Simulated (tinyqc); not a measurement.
Worked calculation: empirical pseudopotential in a few plane waves. Computed by tinyqc, a small Python program that keeps every step. Settings: plane-wave index or count = 15. Command: `OMP_NUM_THREADS=1 python tinyqc.py 20245 20246 out.jsonl` (the two numbers bound the seeds that draw the settings). One thread of a shared host (Intel(R) Xeon(R) Processor @ 2.60GHz), about 0.2 s of CPU time with the checks.

## Bloch Hamiltonian at G

Parameters chosen for this model: fcc lattice, atoms at +/- a/8 (1,1,1); form factors in rydberg at |G|^2 in units of (2 pi/a)^2:

| parameter | value | unit |
|---|---|---|
| a | 5.940000 | angstrom |
| VS(3) | -0.248000 | Ry |
| VS(8) | -0.007000 | Ry |
| VS(11) | 0.040000 | Ry |
| VA(3) | 0 | Ry |
| VA(4) | 0 | Ry |
| VA(11) | 0 | Ry |
| hbar^2/2m (2 pi/a)^2 | 4.262945 | eV |

k point G (2 pi / a): 0  0  0

Basis: the 15 shortest G (labels in 2 pi/a), the same at every k. H(G,G') = c |k + G|^2 delta + VS(|G-G'|^2) cos((G-G').tau) + i VA sin((G-G').tau), tau = a/8 (1,1,1); 1 Ry = 13.605693 eV.

H(k) at G (eV), lower triangle:
```
          +0+0+0    -1-1-1    -1-1+1    -1+1-1    -1+1+1    +1-1-1    +1-1+1    +1+1-1
+0+0+0   0.00000
-1-1-1   2.38593  12.78884
-1-1+1  -2.38593   0.00000  12.78884
-1+1-1  -2.38593   0.00000  -0.09524  12.78884
-1+1+1  -2.38593   0.09524   0.00000   0.00000  12.78884
+1-1-1  -2.38593   0.00000  -0.09524  -0.09524   0.00000  12.78884
+1-1+1  -2.38593   0.09524   0.00000   0.00000  -0.09524   0.00000  12.78884
+1+1-1  -2.38593   0.09524   0.00000   0.00000  -0.09524   0.00000  -0.09524  12.78884
+1+1+1   2.38593   0.00000   0.09524   0.09524   0.00000   0.09524   0.00000   0.00000
-2+0+0   0.00000  -2.38593  -2.38593  -2.38593   2.38593   0.38483  -0.38483  -0.38483
+0-2+0   0.00000  -2.38593  -2.38593   0.38483  -0.38483  -2.38593   2.38593  -0.38483
+0+0-2   0.00000  -2.38593   0.38483  -2.38593  -0.38483  -2.38593  -0.38483   2.38593
+0+0+2   0.00000  -0.38483   2.38593  -0.38483  -2.38593  -0.38483  -2.38593   0.38483
+0+2+0   0.00000  -0.38483  -0.38483   2.38593  -2.38593  -0.38483   0.38483  -2.38593
+2+0+0   0.00000  -0.38483  -0.38483  -0.38483   0.38483   2.38593  -2.38593  -2.38593

          +1+1+1    -2+0+0    +0-2+0    +0+0-2    +0+0+2    +0+2+0    +2+0+0
+1+1+1  12.78884
-2+0+0  -0.38483  17.05178
+0-2+0  -0.38483  -0.09524  17.05178
+0+0-2  -0.38483  -0.09524  -0.09524  17.05178
+0+0+2  -2.38593   0.09524   0.09524   0.00000  17.05178
+0+2+0  -2.38593   0.09524   0.00000   0.09524  -0.09524  17.05178
+2+0+0  -2.38593   0.00000   0.09524   0.09524  -0.09524  -0.09524  17.05178
```

## Levels at G

Diagonalise the Hermitian matrix.

eigenvalues (eV): -2.94753  7.34851  9.04756  9.04756  9.04756  12.88408  12.88408  12.88408  15.45065  17.24226  17.24226  20.88830  20.88830  20.88830  21.82543

## Bands along a path

The same steps at evenly spaced points between the labelled ones.

Bands along the path (eV), lowest eight:

| k | band 1 | band 2 | band 3 | band 4 | band 5 | band 6 | band 7 | band 8 |
|---|---|---|---|---|---|---|---|---|
| L | -0.90276 | 2.03126 | 8.41164 | 8.41164 | 9.62304 | 13.93451 | 13.93451 | 16.89458 |
| L-G 0.25 | -1.58026 | 2.88816 | 8.40359 | 8.40359 | 9.65943 | 13.81882 | 13.81882 | 16.37530 |
| L-G 0.50 | -2.30439 | 4.39255 | 8.59900 | 8.59900 | 9.89638 | 13.68314 | 13.68314 | 14.18530 |
| L-G 0.75 | -2.78318 | 6.13036 | 8.89087 | 8.89087 | 9.78185 | 12.92243 | 13.19329 | 13.19329 |
| G | -2.94753 | 7.34851 | 9.04756 | 9.04756 | 9.04756 | 12.88408 | 12.88408 | 12.88408 |
| G-X 0.25 | -2.72754 | 5.93495 | 8.61834 | 8.61834 | 10.47109 | 12.13463 | 13.66064 | 13.66064 |
| G-X 0.50 | -2.07331 | 4.06930 | 7.92259 | 7.92259 | 11.26507 | 11.65583 | 15.32296 | 15.38421 |
| G-X 0.75 | -1.00255 | 2.34769 | 7.47771 | 7.47771 | 10.90702 | 11.07249 | 16.94879 | 17.52680 |
| X | 0.45425 | 0.84820 | 7.44274 | 7.44274 | 10.39493 | 11.17696 | 19.48877 | 19.97334 |

With 4 band(s) filled, the highest filled level on these points lies at G and the lowest empty one at G: the bands touch or overlap, so there is no gap. This holds for the small fixed basis; with all plane waves up to |k + G|^2 = 21 (2 pi/a)^2 the gap along the path is 0.00 eV.

## Convergence with the number of plane waves

Levels at G counted from the fourth one.

Levels (eV):

| plane waves | level 1 | level 5 | level 8 |
|---|---|---|---|
| 9 | -15.83160 | 0 | 0 |
| 15 | -11.99509 | 0 | 3.83652 |
| 27 | -11.55674 | 0.00000 | 3.34132 |
| 51 | -11.32969 | 0 | 3.55724 |
| 59 | -11.30675 | 0 | 3.46211 |
| 65 | -11.31325 | 0 | 3.45579 |
| 89 | -11.30461 | 0 | 3.45078 |
